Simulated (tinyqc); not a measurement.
Defect, radiative and Auger recombination at equal electron and hole densities (ABC model), step by step. Values are carried at full precision from step to step, so a last printed digit may differ when a step is redone from the rounded ones.

J/(e d) = Ae n + B n^2 + C n^3 with Ae = A + 4 S/w (four side walls, carriers spread evenly), e = 1.602176634e-19 C, lengths in cm; internal efficiency IQE = B n^2/(Ae n + B n^2 + C n^3); all injected carriers recombine in the layer.

Inputs chosen for the exercise (orders of magnitude like those quoted for InP; not measured data): A = 4100000 1/s (defect rate); B = 1.4e-10 cm^3/s (radiative coefficient); C = 2.3e-30 cm^6/s (Auger coefficient); S = 6200 cm/s (recombination velocity of the side walls); w = 12 micrometre (side of the square mesa); d = 110 nm (active thickness); J = 3800 A/cm^2 (current density); ex = 0.15 (extraction efficiency); Eph = 1.36 eV (photon energy).

## The efficiency peak

IQE peaks at n_p = sqrt(Ae/C); with Q = B/sqrt(Ae C), IQE_max = Q/(Q + 2).

Ae = 2.477e+07 1/s
n_p = 3.281e+18 1/cm^3
Q = 18.55
IQE_max = 0.903
J at the peak = 2.94e+03 A/cm^2

The side walls supply 83 % of Ae.

## Carrier density at the given current

G = J/(e d). Newton steps from the smallest of G/Ae, sqrt(G/B) and (G/C)^(1/3); stop when the relative step is below 1e-9.

G = 2.156e+27 1/(cm^3 s)

Newton steps:
```
step,n (1/cm^3),rate/G,relative step
1,3.9244e+18,1.10955,-0.049
2,3.7324e+18,1.00285,-0.0014
3,3.7271e+18,1.00000,-1.1e-06
4,3.7271e+18,1.00000,-6.0e-13
```

n = 3.727e+18 1/cm^3

The start is an upper bound and the function is convex, so the steps fall monotonically; 4 are needed.

## Shares, lifetimes and light

Shares of the three paths; lifetime n/G = 1/(Ae + B n + C n^2); differential lifetime 1/(Ae + 2 B n + 3 C n^2) and bandwidth 1/(2 pi tau_d); optical power density ex IQE J Eph/e.

shares: defect 0.0428, radiative 0.9020, Auger 0.0552

lifetime = 1.73 ns
differential lifetime = 0.859 ns
bandwidth = 185 MHz
optical power density = 699 W/cm^2

The radiative path is the largest; the device runs above its efficiency peak, where the defect and Auger shares are equal. At this density the bands are degenerate: B saturates and stimulated emission, left out, would clamp n in a laser cavity.

## Checks

- Density from Newton steps against bisection (1/cm^3): both 3.7271e+18.

Run: tinyqc, `OMP_NUM_THREADS=1 python tinyqc.py 1651492 1651493 out.jsonl`; Intel(R) Xeon(R) Processor @ 2.30GHz, one thread, shared host; about 0.01 s of CPU time with all checks.
